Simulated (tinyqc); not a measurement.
# Scattering mobility, thermal velocity and mass from two apparent mobilities

Inverse problem. 1/mu_app = 1/mu_0 + 1/mu_B with the ballistic mobility mu_B = vT L/(2 Vt) and vT = sqrt(2 kB T/(pi m)) (non-degenerate carriers); the mean free path is 2 Vt mu_0/vT. Find mu_0, vT, m and the mean free path.

Inputs (values chosen for the exercise): temperature T = 300 K.

Constants: q = 1.602176634e-19 C, kB = 1.380649e-23 J/K, m0 = 9.1093837015e-31 kg, Vt = kB T/q. Results are converted to the units shown.

apparent mobility at L = 40 and 200 nm (cm^2/(V s)): 603.07245  1564.1438

Answer. 1/mu_app is linear in 1/L: the slope is 2 Vt/vT and the intercept 1/mu_0.

mu_0 = 2.60e3 cm^2/(V s)
vT = 1.01e7 cm/s
m = 0.281 m0
mean free path = 132 nm

Program tinyqc, `OMP_NUM_THREADS=1 python tinyqc.py 2380133 2380134 out.jsonl`; Intel Xeon 2.30GHz, shared host, one thread, about 0.01 s.
